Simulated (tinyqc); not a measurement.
Inside a calculation: two-band k.p model of the Delta valleys near the X point under shear strain. Values are carried at full precision from step to step, so a last printed digit may differ when a step is redone from the rounded ones.

Constants: hbar^2/2m0 = 3.80998211 eV angstrom^2.

Parameters, chosen for this exercise (near those of Si; the results hold for these values, not for the real material): a = 5.428 angstrom (lattice constant); ml = 0.909 m0 (longitudinal mass); mt = 0.193 m0 (transverse mass); kx0 = 0.145 2 pi/a (distance of the minimum from X); D = 15.4 eV (shear deformation potential); Mp = 0.241 m0 (coupling mass); exy = 0.017 (shear strain); k = (-0.011, 0.036, 0.121) 1/angstrom (wave vector from X).

## Scales

k0 = kx0 2 pi/a; Delta = 2 c k0^2/ml with c = hbar^2/2m0, half the splitting of the two bands at k0; eta = D exy/Delta measures the shear coupling against it.

k0 = 0.16784 1/angstrom
Delta = 0.23616 eV
eta = 1.1086
splitting of the two bands at X, 2 |D exy| = 0.5236 eV

## The Hamiltonian at one k

Valley pair on the [001] axis, kz counted from the X point, c = hbar^2/2m0, k0 = kx0 2 pi/a. H = (c kz^2/ml + c (kx^2 + ky^2)/mt + c k0^2/ml) 1 + (2 c k0 kz/ml) sigma_z + (D exy - 2 c kx ky/Mp) sigma_x, so E = c kz^2/ml + c (kx^2 + ky^2)/mt + c k0^2/ml -/+ sqrt((2 c k0 kz/ml)^2 + (D exy - 2 c kx ky/Mp)^2). Without strain the lower band has its minima, E = 0, at kz = +/- k0. Shifts from diagonal strain are left out.

Fill in the 2 x 2 matrix (sigma_z diagonal) and give its levels.

H(k) (eV):
```
        1       2
1  0.3777  0.2743
2  0.2743  0.0372
```

levels (eV): -0.1154  0.5303

## Position, depth and masses of the minimum

For |eta| < 1: k_min = k0 sqrt(1 - eta^2), E_min = -Delta eta^2/2, ml(eta) = ml/(1 - eta^2), 1/m[110] = 1/mt + eta/Mp, 1/m[1-10] = 1/mt - eta/Mp. For |eta| > 1 the minimum sits at X: E_min = -Delta (2 |eta| - 1)/2, ml(eta) = ml/(1 - 1/|eta|), and eta is replaced by its sign in the transverse masses.

k_min = 0.0000 1/angstrom
E_min = -143.72 meV
ml(eta) = 9.281 m0

masses along [110] and [1-10] (m0): 0.1072  0.9690

The two valleys have merged at X; electrons are lighter along [110] (-44.5 % against mt) and heavier across (+402.1 %).

## The two bands along kz

kx = ky = 0, kz from 0 to 1.6 k0 in steps of 0.2 k0, with and without the strain.

Levels (eV):

| kz/k0 | kz (1/angstrom) | lower | upper | lower, no strain | upper, no strain |
|---|---|---|---|---|---|
| 0.0 | 0.0000 | -0.1437 | 0.3799 | 0.1181 | 0.1181 |
| 0.2 | 0.0336 | -0.1432 | 0.3888 | 0.0756 | 0.1700 |
| 0.4 | 0.0671 | -0.1413 | 0.4153 | 0.0425 | 0.2314 |
| 0.6 | 0.1007 | -0.1371 | 0.4583 | 0.0189 | 0.3023 |
| 0.8 | 0.1343 | -0.1292 | 0.5165 | 0.0047 | 0.3826 |
| 1.0 | 0.1678 | -0.1164 | 0.5887 | 0.0000 | 0.4723 |
| 1.2 | 0.2014 | -0.0977 | 0.6739 | 0.0047 | 0.5715 |
| 1.4 | 0.2350 | -0.0722 | 0.7712 | 0.0189 | 0.6801 |
| 1.6 | 0.2686 | -0.0393 | 0.8801 | 0.0425 | 0.7982 |

## Checks

- Depth of the minimum by numerical search against the closed form (eV): both -0.143720.
- Mass along [110] by finite differences against the closed form: both 0.1072.

Program tinyqc; command `OMP_NUM_THREADS=1 python tinyqc.py 1050575 1050576 out.jsonl`; about 0.01 s on one thread of a shared Intel(R) Xeon(R) Processor @ 2.30GHz.
